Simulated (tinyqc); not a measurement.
Worked calculation: type-II superlattice in the two-band Kane model. Values are carried at full precision from step to step, so a last printed digit may differ when a step is redone from the rounded ones.

Motion along the axis, period d = a + b, c = hbar^2/2m0. Conduction and light-hole bands couple: (E - Ec)(E - Ev) = Ep c k^2 in each layer, with mass m(E) = (E - Ev)/Ep, which may be negative. The conduction envelope psi and psi'/m(E) are continuous; a layer carries them by [[cos kt, (m/k) sin kt], [-(k/m) sin kt, cos kt]] (cosh and sinh for k^2 < 0), and cos(q d) = tr(M_B M_A)/2. C1 is the first miniband above EvB, with its bottom at tr/2 = +1 and its top at -1; the gap is the bottom of C1 less the top heavy-hole level HH1.

Constants: hbar^2/2m0 = 3.80998211 eV angstrom^2; hc = 1239.841984 eV nm.

Parameters, chosen for this exercise (near those of an InAs/GaSb superlattice; the results hold for these values, not for the real material):
- a = 33 angstrom (layer A)
- b = 50 angstrom (layer B)
- EcA = 0 eV (conduction edge of A)
- EvA = -0.425 eV (valence edge of A)
- EcB = 0.982 eV (conduction edge of B)
- EvB = 0.17 eV (valence edge of B)
- EpA = 14.5 eV (coupling energy in A)
- EpB = 18.1 eV (coupling energy in B)
- E = 0.4 eV (trial energy)
- mhA = 0.36 m0 (heavy hole in A)
- mhB = 0.27 m0 (heavy hole in B)

## Wave numbers and masses at one energy

Give k^2 and m(E) in both layers.

Layers:

| layer | k^2 (1/angstrom^2) | m(E) (m0) |
|---|---|---|
| A | 0.0059734 | 0.05690 |
| B | -0.0019411 | 0.01271 |

In B the decay constant is 0.0441 1/angstrom; across the gap of B it peaks at mid-gap, at 0.0489, and vanishes at both edges.

## Transfer matrices

Form M_A, M_B and half the trace of their product.

M_A (angstrom units):
```
          1         2
1  -0.83033   0.41024
2  -0.75699  -0.83033
```

M_B (angstrom units):
```
        1       2
1  4.5809  1.2893
2  15.500  4.5809
```

tr/2 = -1.1124

E lies in a gap of the coupled bands.

## Edges and effective gap

Heavy holes are uncoupled: with e = EvB - E, p = sqrt(mhB e/c), w = sqrt(mhA (EvB - EvA - e)/c), the top level HH1 at q = 0 solves (p/mhB) tan(p b/2) = (w/mhA) tanh(w a/2).

C1 is the first miniband above EvB: bottom at tr/2 = +1, top at -1. The gap is its bottom less HH1; cut-off wavelength hc/gap.

bottom of C1 = 0.3553 eV
top of C1 = 0.3976 eV
HH1 = 0.1329 eV
gap = 0.2223 eV
cut-off = 5.58 micrometre

The bulk edges overlap by 170 meV; confinement lifts the electrons by 355 meV and lowers the holes by 37 meV, which opens the gap. It is 0.52 of the smaller bulk gap.

## Electron mass along the axis

m_z = -2 c f'/d^2 with f = tr/2 differentiated at the bottom of C1 (central difference of 1e-6 eV); compare the bulk edge mass (EcA - EvA)/EpA.

f' = -45.98 1/eV
m_z = 0.0509 m0
bulk edge mass of A = 0.0293 m0

## Checks

- Bottom of C1 from the two-band matrix on a staggered grid of 0.5 angstrom against the transfer matrix, eV: both 0.355.

Run: tinyqc, `OMP_NUM_THREADS=1 python tinyqc.py 1282623 1282624 out.jsonl`; Intel(R) Xeon(R) Processor @ 2.30GHz, one thread, shared host; about 0.04 s of CPU time with all checks.
